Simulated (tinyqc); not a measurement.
Speciation in dilute and buffered hydrofluoric acid, oxide etch rate and bath loading: one step, computed by the program tinyqc. Command: `OMP_NUM_THREADS=1 python tinyqc.py 3120731 3120732 out.jsonl hfetch walk`. One thread of a shared host (Intel(R) Xeon(R) Processor @ 2.30GHz), about 0.01 s of CPU time with the checks.

Concentrations stand for activities, NH4+ and Cl- are spectators, and water ionisation is neglected. H, F and HF2 denote the ions H+, F- and HF2-. The base temperature is 298 K.

Task: One trial. Fluoride balance: [HF] + [F] + 2 [HF2] + 2 [H2F2] = HF added + NH4F added. Acid balance: [H] + [HF] + [HF2] + 2 [H2F2] = HF added + HCl added. For a trial [H], [HF] = [H][F]/K1, and the fluoride balance is a quadratic in [F]. Take pH = 3. The residual is the left side of the acid balance less the right.

Inputs (values chosen for the exercise, of the order of those for thermal oxide at room temperature):
```
quantity                 value   unit
HF added                 0.086  mol/L
NH4F added                   0  mol/L
HCl added                0.017  mol/L
K1 = [H][F]/[HF]      0.000637  mol/L
K2 = [HF2]/([HF][F])      4.44  L/mol
K3 = [H2F2]/[HF]^2           0  L/mol
```

Give: [F]; [HF]; [HF2]; [H2F2]; residual.

Result:

[F] = 0.028926 mol/L

[HF] = 0.045410 mol/L

[HF2] = 0.0058321 mol/L

[H2F2] = 0 mol/L

residual = -0.050758 mol/L

The residual is negative, so the pH lies below 3.
